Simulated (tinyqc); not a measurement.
Finite square well with mass mismatch (envelope functions), step by step. Values are carried at full precision from step to step, so a last printed digit may differ when a step is redone from the rounded ones.

A square well of width L and depth V0, mass mw inside and mb outside, energies from the bottom of the well, c = hbar^2/2m0. k = sqrt(mw E/c), kappa = sqrt(mb (V0 - E)/c). psi and psi'/m are continuous at the walls (BenDaniel-Duke), so level n solves k L + 2 atan[(k/mw)/(kappa/mb)] = n pi.

Constants: hbar^2/2m0 = 3.80998211 eV angstrom^2.

Values chosen for the exercise (near those of the heavy valleys of a Si film in SiO2; the results hold for these values, not for the real material):
```
symbol   value  unit      meaning
L        27     angstrom  well width
V0       2.942  eV        barrier height
mw       0.924  m0        mass in the well
mb       0.495  m0        mass in the barrier
alpha_w  0.55   1/eV      non-parabolicity in the well
alpha_b  0.17   1/eV      non-parabolicity in the barrier
```

## How many levels are bound

At E = V0 the arctangent equals pi/2, so level n is bound if k0 L > (n - 1) pi with k0 = sqrt(mw V0/c). Compare with the infinitely deep well, E1(hard) = c (pi/L)^2/mw.

k0 = 0.84469 1/angstrom
k0 L/pi = 7.2596
number of bound levels = 8
E1(hard) = 0.0558 eV

The count does not depend on mb. One more level binds at L = 29.8 angstrom.

## The lowest level by bisection

f(E) = k L + 2 atan[(k/mw)/(kappa/mb)] - pi rises with E. Twelve halvings of [0, V0]: keep the half in which f changes sign.

Bisection:
```
step  low (eV)  high (eV)  midpoint (eV)        k    kappa        f
1      0.00000    2.94200        1.47100  0.59728  0.43717  14.2487
2      0.00000    1.47100        0.73550  0.42234  0.53542   9.0613
3      0.00000    0.73550        0.36775  0.29864  0.57832   5.4615
4      0.00000    0.36775        0.18388  0.21117  0.59862   2.9336
5      0.00000    0.18388        0.09194  0.14932  0.60851   1.1515
6      0.00000    0.09194        0.04597  0.10559  0.61340  -0.1069
7      0.04597    0.09194        0.06895  0.12932  0.61096   0.5757
8      0.04597    0.06895        0.05746  0.11805  0.61218   0.2516
9      0.04597    0.05746        0.05171  0.11199  0.61279   0.0773
10     0.04597    0.05171        0.04884  0.10884  0.61309  -0.0134
11     0.04884    0.05171        0.05028  0.11042  0.61294   0.0323
12     0.04884    0.05028        0.04956  0.10963  0.61302   0.0095
```

After twelve halvings the bracket is V0/4096 = 0.718 meV wide.

## Bound levels

Solve the condition for each n (six at most). With A = cos(kL/2) for even and sin(kL/2) for odd levels, the probability in the barriers is Pb = (A^2/kappa)/(A^2/kappa + L/2 +/- sin(kL)/(2k)), + for even.

Levels:
```
n  parity  E (eV)  k (1/angstrom)  kappa (1/angstrom)      Pb
1    even  0.0493         0.10930             0.61305  0.0010
2     odd  0.1966         0.21838             0.59723  0.0043
3    even  0.4409         0.32698             0.57005  0.0104
4     odd  0.7794         0.43476             0.53007  0.0208
5    even  1.2076         0.54116             0.47470  0.0384
6     odd  1.7167         0.64525             0.39898  0.0700
```

The lowest level lies at 88 % of the infinite-well value and decays into the barrier over 1/kappa = 1.6 angstrom. Above about 0.5 eV (from level 4 on) a parabolic band is a rough model.

## Mass in the plane and density of states

To first order in the in-plane energy, 1/m_par = (1 - Pb)/mw + Pb/mb for each subband. Each adds a step D = m_par/(2 pi c) to the density of states per area (spin included, one valley); 1/angstrom^2 = 1e16/cm^2.

Subbands:
```
n  m_par (m0)  D (1e13/(eV cm^2))
1      0.9232              38.564
2      0.9206              38.455
3      0.9157              38.253
4      0.9076              37.914
5      0.8942              37.355
6      0.8711              36.389
```

The mass is taken as isotropic here; the valleys of Si are not, and in the plane they have mt, about 0.19 m0, so their real steps are about five times smaller.

## Levels with energy-dependent masses

Non-parabolic bands: mw is replaced by mw (1 + alpha_w E) and mb by mb (1 - alpha_b (V0 - E)), in k, kappa and the matching condition alike.

Solve the same condition with the energy-dependent masses, and list the shift from the parabolic levels that exist in both.

Levels:
```
n  E (eV)  mass inside  mass outside  shift (meV)
1  0.0498       0.9493        0.2516          0.5
2  0.1860       1.0185        0.2631        -10.6
3  0.3822       1.1182        0.2796        -58.7
4  0.6157       1.2369        0.2992       -163.7
5  0.8716       1.3670        0.3208       -335.9
6  1.1413       1.5040        0.3435       -575.5
```

Level 1 moves by +0.5 meV and level 6 by -575.5 meV. The lighter mass deep in the barrier hardens the wall for low levels; the heavier mass in the well wins higher up.

## Checks

- Lowest level by finite differences (200 cells across the well) against the matching condition, eV: both 0.0493.

Computed by tinyqc, a small Python program: `OMP_NUM_THREADS=1 python tinyqc.py 1250870 1250871 out.jsonl` (the numbers bound the seed that draws the inputs); one thread of a shared host (Intel(R) Xeon(R) Processor @ 2.30GHz), about 0.01 s for the whole set of steps.
